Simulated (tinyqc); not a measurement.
# Inputs raised by 2 %, one at a time

Model: inversion-layer mobility, back-scattering and ballistic limit of a field-effect transistor. Computed by tinyqc, a small Python program. Command: `OMP_NUM_THREADS=1 python tinyqc.py 3012333 3012334 out.jsonl mos sens`. One thread of a shared host (Intel(R) Xeon(R) Processor @ 2.30GHz), about 0.02 s of CPU time with the checks.

The charge at the top of the source barrier is fixed by the gate; series resistance and short-channel effects are left out. F_j are Fermi integrals normalised to exp(eta) in the classical limit.

Inputs (values chosen for the exercise, modelled on a 4H-SiC n-channel): transport mass m = 0.29 m_0; valley degeneracy g_v = 3; weight w of the inversion charge = 0.5; permittivity eps = 9.7; phonon mobility at 1 MV/cm and 300 K, mu_ph = 87 cm^2/(V s); roughness mobility at 1 MV/cm, mu_sr = 62 cm^2/(V s); Coulomb mobility at N_inv = 1e12/cm^2, mu_C = 19 cm^2/(V s); electrical oxide thickness t_inv = 1.3 nm; depletion charge N_dep = 5.4e+11 1/cm^2; gate overdrive V_G - V_T = 0.67 V; drain voltage V_D = 0.98 V; channel length L = 310 nm; exponent a of the critical length = 0.59; temperature T = 300 K.

Statistics at the top of the barrier: Fermi-Dirac.

Constants: eps_0 = 8.8541878128e-12 F/m; e = 1.602176634e-19 C; m_0 = 9.1093837015e-31 kg; k_B = 1.380649e-23 J/K; hbar = 1.054571817e-34 J s; k_B = 8.617333262e-05 eV/K.

Method:
- N_inv = 3.9 eps_0 (V_G - V_T)/(e t_inv); effective field E_eff = e (N_dep + w N_inv)/(eps eps_0).
- mu_phonon = mu_ph (E_eff/1 MV/cm)^(-0.3) (T/300 K)^(-1.75); mu_rough = mu_sr (E_eff/1 MV/cm)^(-2); mu_Coulomb = mu_C (N_inv/1e12 cm^-2) (T/300 K); Matthiessen's rule adds 1/mu.
- F_j(eta) = (1/Gamma(j + 1)) int_0^infinity x^j/(1 + exp(x - eta)) dx, F_0 = ln(1 + exp(eta)). Integrals over x = E/(k_B T) use 160 Gauss-Legendre points in u = sqrt(x) from 0 to sqrt(max(eta, 0) + 32).
- Ballistic channel: N_2D = g_v m k_B T/(pi hbar^2), U = e V_D/(k_B T); eta_F solves N_inv = (N_2D/2)[F_0(eta_F) + F_0(eta_F - U)]; v_T = sqrt(2 k_B T/(pi m)); I/W = e (N_2D/2) v_T [F_1/2(eta_F) - F_1/2(eta_F - U)]; injection velocity v_T F_1/2(eta_F)/F_0(eta_F).
- Mean free path lambda = (2 k_B T/e)(mu/v_T) F_0(eta_0)/F_-1/2(eta_0), with eta_0 from N_inv = N_2D F_0(eta_0); critical length l = L (1 + U)^(-a), an empirical rule; back-scattering r = l/(l + lambda). Then eta solves N_inv = (N_2D/2)[(1 + r) F_0(eta) + (1 - r) F_0(eta - U)] and I/W = e (N_2D/2) v_T (1 - r)[F_1/2(eta) - F_1/2(eta - U)].
- Ballistic ratio: I over the ballistic current. Apparent mobility 1/(1/mu + 1/mu_B), mu_B = mu L/lambda.

Runs; columns: (1) input moved; (2) from; (3) to; (4) current I/W (microampere/micrometre); (5) effective mobility mu (cm^2/(V s)); (6) ballistic current I/W (microampere/micrometre); (7) injection velocity (1e7 cm/s):
```
(1)                                                        (2)     (3)     (4)     (5)     (6)     (7)
base run                                                     -       -  49.573  26.647  2427.0  1.3637
transport mass m (m_0)                                    0.29  0.2958  49.216  26.647  2390.3  1.3431
phonon mobility at 1 MV/cm and 300 K, mu_ph (cm^2/(V s))    87   88.74  49.878  26.814  2427.0  1.3637
Coulomb mobility at N_inv = 1e12/cm^2, mu_C (cm^2/(V s))    19   19.38  49.694  26.713  2427.0  1.3637
electrical oxide thickness t_inv (nm)                      1.3   1.326  49.170  27.159  2366.7  1.3565
gate overdrive V_G - V_T (V)                              0.67  0.6834  49.963  26.133  2489.1  1.3712
drain voltage V_D (V)                                     0.98  0.9996  50.129  26.647  2427.0  1.3637
channel length L (nm)                                      310   316.2  48.620  26.647  2427.0  1.3637
```

Exponents ln(y'/y) / ln(x'/x):
```
input                                        current I/W  effective mobility mu  ballistic current I/W  injection velocity
transport mass m                                  -0.365                  0.000                 -0.770              -0.770
phonon mobility at 1 MV/cm and 300 K, mu_ph        0.310                  0.316                  0.000               0.000
Coulomb mobility at N_inv = 1e12/cm^2, mu_C        0.123                  0.125                  0.000               0.000
electrical oxide thickness t_inv                  -0.413                  0.962                 -1.270              -0.270
gate overdrive V_G - V_T                           0.396                 -0.985                  1.274               0.274
drain voltage V_D                                  0.563                  0.000                  0.000               0.000
channel length L                                  -0.980                  0.000                  0.000               0.000
```

Which inputs matter most for each result?

Among the inputs moved here: current I/W answers most in size to channel length L (exponent -0.980), next to drain voltage V_D (+0.563). Its exponent -0.980 in channel length L: diffusive transport. Effective mobility mu answers most in size to gate overdrive V_G - V_T (exponent -0.985), next to electrical oxide thickness t_inv (+0.962); its exponent is below 0.0005 for transport mass m, drain voltage V_D, channel length L. ballistic current I/W answers most in size to gate overdrive V_G - V_T (exponent +1.274), and about equally to electrical oxide thickness t_inv (-1.270); its exponent is below 0.0005 for phonon mobility at 1 MV/cm and 300 K, mu_ph, Coulomb mobility at N_inv = 1e12/cm^2, mu_C, drain voltage V_D, channel length L. injection velocity answers most in size to transport mass m (exponent -0.770), next to gate overdrive V_G - V_T (+0.274); its exponent is below 0.0005 for phonon mobility at 1 MV/cm and 300 K, mu_ph, Coulomb mobility at N_inv = 1e12/cm^2, mu_C, drain voltage V_D, channel length L.
